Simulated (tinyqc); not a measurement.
From results back to parameters: band offset of a heterojunction with an interface dipole (two-band chains, self-consistent charge). Two cases, with inputs chosen for the exercise.

Problem. D0 is the offset of the mid-gaps without dipole, chi the charge moved per eV of offset and u the potential step per electron moved. In linear response the valence offset is S D0 - (G2 - G1)/2 with S = 1/(1 + u chi/2). Two interfaces between the same crystals differ in D0 by a known amount, as from a layer of fixed dipoles; their offsets come from hidden S and D0.

Find: S; D0 of the first; u.

Method. S is the change of the offset over the change of D0; then D0 = (offset + (G2 - G1)/2)/S and u = 2 (1/S - 1)/chi.

Case 1.

Values chosen (out of a larger set: gaps near those of Si and HfO2; the chains and D0 are free models, so the offsets are not those of the real pair; not measured data): G1 = 1.13 eV (gap on the left); G2 = 5.88 eV (gap on the right).

chi = 0.13768 1/eV

valence offsets (eV): first -2.86361, second -2.03858

D0(second) - D0(first) = 1.03 eV

Solution.

S = 0.801
D0 of the first = -0.61 eV
u = 3.6 eV

Case 2.

Values chosen (out of a larger set: gaps near those of InGaAs and InP; the chains and D0 are free models, so the offsets are not those of the real pair; not measured data): G1 = 0.76 eV (gap on the left); G2 = 1.3 eV (gap on the right).

chi = 0.51985 1/eV

valence offsets (eV): first -0.50641, second 0.03180

D0(second) - D0(first) = 1.07 eV

Solution.

S = 0.503
D0 of the first = -0.47 eV
u = 3.8 eV

Computed by tinyqc, one run a case: `OMP_NUM_THREADS=1 python tinyqc.py N N+1 out.jsonl` with N = 1480886, 1481035; one thread of a shared Intel(R) Xeon(R) Processor @ 2.30GHz, about 0.3 s a run at most.
